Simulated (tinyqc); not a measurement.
# Field length and prefactor from two substrate currents

Question. For Em = (Vd - Vdsat)/l, Isub/Id = (Ai/Bi)(Vd - Vdsat) exp(-Bi l/(Vd - Vdsat)), and l = sqrt(3 tox xj). Find l, Ai and xj.

Values chosen for this exercise: oxide thickness tox = 11 nm; ionisation field Bi = 1.73 MV/cm.

Isub/Id at Vd - Vdsat = 2.5 and 3.4 V: [0.00910119362, 0.0568702583]

Answer. ln[Isub/(Id (Vd - Vdsat))] is linear in 1/(Vd - Vdsat) with slope -Bi l.

l = 83.25 nm
Ai = 2.000e6 1/cm
xj = 210.0 nm

tinyqc, about 0.01 s, one thread, Intel Xeon 2.30GHz (shared host): `OMP_NUM_THREADS=1 python tinyqc.py 2550058 2550059 out.jsonl`
